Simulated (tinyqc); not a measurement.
Effective-mass impurity with a central-cell term, in a basis of Slater functions: one step, computed by the program tinyqc.

The envelope obeys H = -nabla^2 - (2/r) [Z + A exp(-kappa r)] in effective units, with kappa = a*/lambda; positive A deepens the well near the core.

Task: Matrices over the s basis. zeta_i = zeta_1 beta^(i-1), i = 1..n. For s functions exp(-zeta r), with s = zeta_i + zeta_j: S = 2/s^3, T = zeta_i zeta_j S, V = -2 Z/s^2, W = -2 A/(s + kappa)^2; each function is normalised by dividing by sqrt(S_ii S_jj).

Inputs (values chosen for the exercise, with mass and screening modelled on GaAs):

| quantity | value | unit |
|---|---|---|
| charge Z of the core | 1 | - |
| central-cell strength A | 23 | - |
| basis size n | 4 | - |
| smallest exponent zeta_1 | 0.53 | 1/a* |
| ratio beta of exponents | 3.1 | - |

Impurity: donor, one isotropic band.

kappa = 42.96620 1/a*

Give: exponents; overlap S; kinetic T; Coulomb V; central cell W.

Result:

exponents (1/a*): 0.53  1.643  5.0933  15.78923

overlap S:
```
       1      2      3      4
1  1.000  0.634  0.200  0.045
2  0.634  1.000  0.634  0.200
3  0.200  0.634  1.000  0.634
4  0.045  0.200  0.634  1.000
```

kinetic T (Ry*):
```
        1         2       3       4
1  0.2809    0.5517  0.5386  0.3729
2  0.5517  2.699449   5.302   5.176
3  0.5386     5.302   25.94   50.95
4  0.3729     5.176   50.95   249.3
```

Coulomb V (Ry*):
```
         1       2         3          4
1    -1.06  -1.377    -1.122    -0.7272
2   -1.377  -3.286    -4.268     -3.478
3   -1.122  -4.268  -10.1866     -13.23
4  -0.7272  -3.478    -13.23  -31.57846
```

central cell W (Ry*):
```
          1         2        3       4
1  -0.01413  -0.07338  -0.3457  -1.267
2  -0.07338   -0.3815   -1.803  -6.664
3   -0.3457    -1.803   -8.605  -32.55
4    -1.267    -6.664   -32.55  -130.3
```
